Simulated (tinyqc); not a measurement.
Gas flow in a process chamber: flow regimes, conductance, effective pumping speed, pump-down, outgassing and purge: one step, computed by the program tinyqc. Command: `OMP_NUM_THREADS=1 python tinyqc.py 3121017 3121018 out.jsonl pump walk`. One thread of a shared host (Intel(R) Xeon(R) Processor @ 2.30GHz), about 0.08 s of CPU time with the checks.

Ideal gas, isothermal flow, a pump of constant speed at the end of a round pipe; process gas, volume gas and outgassing are given the same properties. 1 sccm = 101325 Pa x 1e-6 m^3/60 s x T/273.15 K.

Task: Purging a well-mixed chamber. With steady flow a contaminant decays as exp(-t/residence time); gas used = flow x time.

Inputs (values chosen for the exercise, modelled on nitrogen near room temperature): temperature T = 300 K; process gas flow = 85 sccm.

residence time = 0.7336748 s

Give: time to dilute 1e3 times; time to dilute 1e6 times; gas used for 1e6.

Result:

time to dilute 1e3 times = 5.068 s

time to dilute 1e6 times = 10.14 s

gas used for 1e6 = 14.36 standard cm^3
